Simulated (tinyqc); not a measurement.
Time-dependent dielectric breakdown: cell percolation, Weibull statistics, area scaling and voltage extrapolation: one step, computed by the program tinyqc. Command: `OMP_NUM_THREADS=1 python tinyqc.py 3008924 3008925 out.jsonl tddb walk`. One thread of a shared host (Intel(R) Xeon(R) Processor @ 2.30GHz), about 0.01 s of CPU time with the checks.

The oxide is divided into columns of area a^2, each holding m = t_ox/a cells (m is taken as continuous). A share lambda(t) = (t/t_1)^alpha of the cells is defective, and a column whose cells are all defective breaks down.

Task: Weibull parameters from the cell model. Failure fraction F = 1 - (1 - lambda^m)^N with N = A/a^2 columns, which for small lambda^m is 1 - exp(-(t/t63)^beta) with beta = alpha m and t63 = t_1 N^(-1/beta); critical share lambda(t63) = N^(-1/m). 1 um^2 = 1e6 nm^2.

Inputs (values chosen for the exercise, for a model gate oxide): oxide thickness t_ox = 5.2 nm; defect cell size a = 1.2 nm; exponent alpha of defect growth = 0.3; time t_1 at which the occupied share would reach 1 = 6.9e+10 s; test area A = 3000 um^2.

Give: cells per column m; columns N; Weibull slope beta; characteristic life t63; critical share of defective cells.

Result:

cells per column m = 4.333

columns N = 2.083e+09

Weibull slope beta = 1.3

characteristic life t63 = 4684 s

critical share of defective cells = 0.007072

Times between F = 10 % and 90 % span a factor 10.7: the smaller beta = alpha m, the wider the scatter. Caution: t_1 is an input here; in a real oxide it changes with thickness at fixed voltage.
